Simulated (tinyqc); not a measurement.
Three-phonon processes in a diatomic chain: dispersion, energy and momentum conservation, and decay channels of optical phonons: one step, computed by the program tinyqc. Command: `OMP_NUM_THREADS=1 python tinyqc.py 3120396 3120397 out.jsonl threeph walk`. One thread of a shared host (Intel(R) Xeon(R) Processor @ 2.30GHz), about 0.05 s of CPU time with the checks.

Cell length a, two atoms, one spring constant. x = q a/pi runs from -1 to 1; A and O are the acoustic and optical branches. Matrix elements are not computed: only conservation laws and occupation factors are followed.

Problem. Decay of the zone-centre phonon. omega^2 = k (1/m + 1/M) -/+ k sqrt((1/m + 1/M)^2 - 4 sin^2(pi x/2)/(m M)); nu = 15.6333042 THz x sqrt(omega^2) for eV/(angstrom^2 u). O(0) -> A(x) + A(-x) needs nu_A(x) = nu_O(0)/2, which gives sin^2(pi x/2) = (3/16)(m + M)^2/(m M). Full width at half maximum Gamma = Gamma_0 (1 + 2 n), n = 1/(exp(h nu_A/(k_B T)) - 1); lifetime = 1/(2 pi c Gamma).

Inputs (values chosen for the exercise, for a model chain):

| quantity | value | unit |
|---|---|---|
| light mass m | 27 | u |
| heavy mass M | 43.7 | u |
| temperature T | 300 | K |
| zero-temperature width Gamma_0 | 0.25 | 1/cm |

optical top = 16.32577 THz

Constants: h x 1 THz = 4.135667696 meV; k_B = 8.617333262e-05 eV/K; c = 299792458 m/s.

Give: x of the products; their frequency; occupation n; width Gamma; lifetime.

Solution.

x of the products = 0.7003

their frequency = 8.163 THz

occupation n = 0.3716

width Gamma = 0.4358 1/cm

lifetime = 12.18 ps
